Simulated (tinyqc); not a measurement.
Minority carriers and saturation current of a heavily doped emitter: one step of the calculation.

n-type, parabolic bands, full ionisation. eta = (EF - Ec)/kB T solves N = Nc F12(eta), F12(x) = (2/sqrt(pi)) int_0^infinity sqrt(u)/(1 + exp(u - x)) du. The gap shrinks rigidly by dEg = E1 [ln(N/N0) + sqrt(ln^2(N/N0) + 0.5)], an empirical law that is here taken as the true narrowing.

Problem. Fermi level. Newton step on ln F12(eta) = ln(N/Nc): eta(new) = eta - ln(Nc F12/N) F12/Fm, Fm(x) = dF12/dx = (1/sqrt(pi)) int_0^infinity u^(-1/2)/(1 + exp(u - x)) du.

Inputs (values chosen for the exercise):
- Nc = 2.82e19 cm^-3 (conduction-band density of states at 300 K)
- N = 1e20 cm^-3 (ionised donor density)

eta at the start (Boltzmann value) = 1.2658

Give: F12; Fm; eta after iteration 1.

Solution.

F12 = 1.864
Fm = 1.146
eta after iteration 1 = 2.312

Range of the model: Band tails, non-parabolic bands and incomplete ionisation are left out.

Numbers from tinyqc (`OMP_NUM_THREADS=1 python tinyqc.py 2330163 2330164 out.jsonl`; about 0.01 s on one thread of a shared Intel Xeon 2.30GHz).
